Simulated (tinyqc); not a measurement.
Undoped gate-all-around wire MOSFET, analytic charge model: effect of the temperature.

An undoped round wire of radius R under an insulator shell and a surrounding gate; long channel, electrons only, n = ni exp((psi - V)/Vt) with V the quasi-Fermi potential (0 at the source, Vd at the drain), constant mobility, no quantisation. The radial Poisson equation gives n(r) = n(0)/(1 - (1 - b) r^2/R^2)^2 with b = Q0/(Q + Q0). Q is the electron charge per area of the wire surface.

Nc and Nv are given at 293 K and scale as (T/293 K)^1.5; Eg and mu are held fixed. ni = sqrt(Nc Nv) exp(-Eg/(2 Vt)), Eg in volts; Cox = eps0 eox/(R ln(1 + tox/R)); Q0 = 4 eps0 eps_r Vt/R; V0 = dphi + Vt ln[8 eps0 eps_r Vt/(q ni R^2)]. Q solves Vg - V0 - V = Q/Cox + Vt ln(Q/Q0) + Vt ln(1 + Q/Q0). I = mu (2 pi R/L)[2 Vt (Qs - Qd) + (Qs^2 - Qd^2)/(2 Cox) + Vt Q0 ln((Qd + Q0)/(Qs + Q0))], with Qs at V = 0 and Qd at V = Vd.  I(low) is taken at Vg = 0.42 V, Qs and I(high) at Vg = 1.17 V.

Inputs (values chosen for the exercise); material values close to those of silicon:
- Eg = 1.1 eV (band gap)
- eps_r = 11.8 (relative permittivity of the semiconductor)
- Nc = 2.7e19 cm^-3 (conduction-band density of states at the reference temperature)
- Nv = 2.51e19 cm^-3 (valence-band density of states at the reference temperature)
- eox = 24 (relative permittivity of the gate insulator)
- tox = 14 nm (insulator thickness)
- R = 4 nm (wire radius)
- dphi = 0.15 V (gate work function less that of the intrinsic body)
- mu = 140 cm^2/(V s) (channel mobility)
- L = 0.2 um (gate length)
- Vd = 0.3 V (drain voltage)

Constants: q = 1.602176634e-19 C, kB = 1.380649e-23 J/K, Vt = kB T/q, eps0 = 8.8541878128e-14 F/cm where lengths are in cm. Results are converted to the units shown.

Effect of the temperature:

| T (K) | V0 (V) | I(low) (nA) | Qs(high) (nC/cm^2) | I(high) (uA) |
|---|---|---|---|---|
| 220 | 0.6809 | 6.974e-5 | 1452 | 5.153 |
| 250 | 0.6769 | 5.649e-4 | 1447 | 5.159 |
| 280 | 0.6728 | 0.003018 | 1445 | 5.176 |
| 310 | 0.6685 | 0.01197 | 1444 | 5.201 |
| 340 | 0.6641 | 0.03800 | 1446 | 5.234 |
| 370 | 0.6596 | 0.1018 | 1449 | 5.274 |
| 400 | 0.6550 | 0.2388 | 1453 | 5.319 |
| 430 | 0.6502 | 0.5032 | 1458 | 5.369 |

What does the table show?

As T goes from 220 to 430 K, I(low) rises from 6.97e-5 to 0.503 nA and I(high) rises from 5.15 to 5.37 uA. V0 falls from 0.681 to 0.650 V. In every row the surface density at the source at the higher gate voltage passes 0.3 Nc, where Boltzmann statistics fail. In every row the mobility is held fixed, though a real one changes with T. In every row the body is thin enough for quantum confinement, left out here, to raise the threshold.

Numbers from tinyqc (`OMP_NUM_THREADS=1 python tinyqc.py 2460019 2460020 out.jsonl`; about 0.02 s on one thread of a shared Intel Xeon 2.30GHz).
